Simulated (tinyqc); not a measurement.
Vacuum evaporation: vapour pressure, source flux, thickness distribution, purity and step coverage. Changing the source-to-wafer distance h. Computed by tinyqc, a small Python program. Command: `OMP_NUM_THREADS=1 python tinyqc.py 3112766 3112767 out.jsonl evap sweep`. One thread of a shared host (Intel(R) Xeon(R) Processor @ 2.30GHz), about 0.01 s of CPU time with the checks.

Molecular flow, unit sticking of the metal, no re-evaporation. The background gas is taken as water vapour (18.015 g/mol, collision diameter 0.37 nm) at 300 K.

Inputs (values chosen for the exercise, modelled on aluminium, with constants for the liquid):
```
quantity,value,unit
molar mass M,26.98,g/mol
film density rho,2.7,g/cm^3
vapour-pressure constant A,10.96,-
vapour-pressure constant B,16230,K
source temperature T,1470,K
source area,1,cm^2
directionality n,4,-
wafer radius R,7.5,cm
background pressure p,8e-07,Pa
sticking of background gas,0.8,-
```

Constants: u = 1.6605390666e-27 kg; k_B = 1.380649e-23 J/K; R = 8.314462618 J/(mol K).

Method:
- log10(p_v/Pa) = A - B/T; flux from the surface Phi = p_v/sqrt(2 pi m k_B T), m = M u.
- Mass loss = Phi x area x m; heat of evaporation = ln(10) R B; d ln Phi/dT = ln(10) B/T^2 - 1/(2 T).
- A small source emits (n + 1) Phi area cos^n(phi)/(2 pi) per solid angle; on a parallel plane at height h and lateral distance l the arrival rate is (n + 1) Phi area/(2 pi h^2) x (1 + (l/h)^2)^(-(n + 3)/2). Growth rate = arrival rate x m/rho, m = M u. The wafer is fixed and centred above the source.
- Mean free path lambda = k_B T_g/(sqrt2 pi d^2 p); unscattered share exp(-h/lambda); gas arrival p/sqrt(2 pi m_g k_B T_g); impurity ratio = sticking x gas arrival/metal arrival; monolayer time = 1e15 cm^-2/(sticking x gas arrival).

One run for each value:
```
source-to-wafer distance h (cm),non-uniformity (max - min)/(max + min) (%),growth rate at the centre (nm/s),"share of the material that lands on the wafer, 1 - (1 + (R/h)^2)^(-(n + 1)/2) (%)",impurity ratio
9,72.725,1.7905,73.243,0.000213
13,46.431,0.8582,51.241,0.000444
27,12.935,0.1989,16.958,0.001913
40,6.039,0.0906,8.276,0.004199
57,3.003,0.0446,4.200,0.008526
83,1.423,0.0211,2.012,0.018079
120,0.682,0.0101,0.970,0.037789
```

Give the missing row, source-to-wafer distance h (cm) = 19.

Computed row; columns: (1) source-to-wafer distance h (cm); (2) non-uniformity (max - min)/(max + min) (%); (3) growth rate at the centre (nm/s); (4) share of the material that lands on the wafer, 1 - (1 + (R/h)^2)^(-(n + 1)/2) (%); (5) impurity ratio:
```
(1)     (2)     (3)     (4)       (5)
19   24.812  0.4018  30.373  0.000947
```

Interpolating between the two neighbouring rows (the first column on a logarithmic scale, the others too where they are positive) misses most in share of the material that lands on the wafer, 1 - (1 + (R/h)^2)^(-(n + 1)/2) (%), by 5.0 %. Over the rows, non-uniformity (max - min)/(max + min) (%) falls from 72.7 to 0.682 (exponent d ln y / d ln x -1.2 between the first rows and -2.0 between the last); growth rate at the centre (nm/s) falls from 1.79 to 0.0101 (exponent d ln y / d ln x about -2.0 throughout); share of the material that lands on the wafer, 1 - (1 + (R/h)^2)^(-(n + 1)/2) (%) falls from 73.2 to 0.970 (exponent d ln y / d ln x -0.97 between the first rows and -2.0 between the last). At the high end the exponent of non-uniformity (max - min)/(max + min) is -1.99, close to -2: the fall-off goes as (R/h)^2. The exponent of growth rate at the centre stays at -2: a point source. The exponent of impurity ratio stays at 2: the metal flux falls as 1/h^2. A longer throw buys uniformity with rate, material use and purity.
